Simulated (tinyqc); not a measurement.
Three-level Kane dispersion of a narrow-gap semiconductor, step by step. Values are carried at full precision from step to step, so a last printed digit may differ when a step is redone from the rounded ones.

Zero of energy at Gamma8, c = hbar^2/2m0, P^2 = Ep c. The free-electron term and remote bands are left out, so the heavy holes are flat at E = 0 and the other three bands obey E (E - Eg)(E + Dso) = P^2 k^2 (E + 2 Dso/3). The conduction band is the highest root; its edge is Ec = max(Eg, 0).

Constants: hbar^2/2m0 = 3.80998211 eV angstrom^2; hbar = 6.58211957e-16 eV s; e^2/(4 pi eps0) = 14.39964547 eV angstrom; muB = 5.788381798e-05 eV/T.

Values chosen for the exercise (a narrow-gap II-VI alloy; shifted at random, so the results belong to these values and not to a real crystal): Eg = 0.094 eV (E(Gamma6) - E(Gamma8)); Dso = 0.97 eV (spin-orbit splitting); Ep = 19.9 eV (Kane energy); k = 0.018 1/angstrom (wave vector); n = 3.3e+17 cm^-3 (electron density); eps = 13.1 (high-frequency dielectric constant); B = 3 T (magnetic field).

## The three bands at one k

Expand the equation into E^3 + a2 E^2 + a1 E + a0 = 0 and give its roots; compare with the two-level form (Dso to infinity) E = Eg/2 +/- sqrt(Eg^2/4 + (2/3) P^2 k^2).

P^2 k^2 = 0.024565 eV^2

a2, a1, a0: 0.876000  -0.115745  -0.015886

roots (eV): -0.9778  -0.0864  0.1881

two-level form (eV): -0.0893  0.1833

The two-level form misses the highest root by -4.8 meV. The order is normal: Gamma6 forms the conduction band.

## Mass at the edge and limiting velocity

m0* = Eg (Eg + Dso)/(Ep (Eg + 2 Dso/3)). In the two-level form the velocity tends to v = sqrt(2/3) P/hbar, and |Eg| = 2 m v^2 with m = 3 |Eg|/(2 Ep), as for a relativistic particle. 1 angstrom = 1e-10 m.

m0* = 0.00679 m0
P = 8.7074 eV angstrom
v = 1.080e+06 m/s
k at which the linear part sets in, |Eg|/(2 hbar v) = 0.00661 1/angstrom

## Fermi level and mass at a given density

Degenerate electrons at T = 0: kF = (3 pi^2 n)^(1/3), 1 cm^-3 = 1e-24 angstrom^-3; EF is the highest root at kF. The momentum (cyclotron, optical) mass is m(E) = hbar^2 k/(dE/dk) = c d(k^2)/dE with d(k^2)/dE = k^2 [1/E + 1/(E - Eg) + 1/(E + Dso) - 1/(E + 2 Dso/3)]; the density of states is k d(k^2)/dE/(2 pi^2).

Edge mass m0* = Eg (Eg + Dso)/(Ep (Eg + 2 Dso/3)).

Compare EF - Ec with the parabolic value c kF^2/m0*.

kF = 0.02138 1/angstrom
EF - Ec = 0.1185 eV
parabolic value = 0.2566 eV
m(EF) = 0.02234 m0
m(EF)/m0* = 3.292
density of states at EF = 6.350e+18 1/(eV cm^3)

The parabola overstates EF - Ec by a factor of 2.17; (EF - Ec)/|Eg| = 1.26, and the two-level rule 1 + 2 (EF - Ec)/|Eg| = 3.521 estimates the mass ratio.

## Plasma and cyclotron energies

hbar wp = sqrt(8 pi c (e^2/4 pi eps0) n/(eps m)), hbar wc = 2 muB B/m (classical limit), with m = m(EF) and, for comparison, the edge mass; n in angstrom^-3.

hbar wp with m(EF), with m0* (meV): 39.43  71.55

hbar wc with m(EF), with m0* (meV): 15.55  51.18

hbar wc is not small against EF - Ec = 118.5 meV, so fewer than ten Landau levels are filled and the classical value is only a guide.

## Checks

- Roots of the cubic against the 8 x 8 Kane matrix without remote terms: they agree to 1e-10 or better.
- m(E) near the edge against m0*: both 0.006786.

(tinyqc, `OMP_NUM_THREADS=1 python tinyqc.py 1050970 1050971 out.jsonl`, Intel(R) Xeon(R) Processor @ 2.30GHz, 1 thread, shared host, about 0.01 s.)
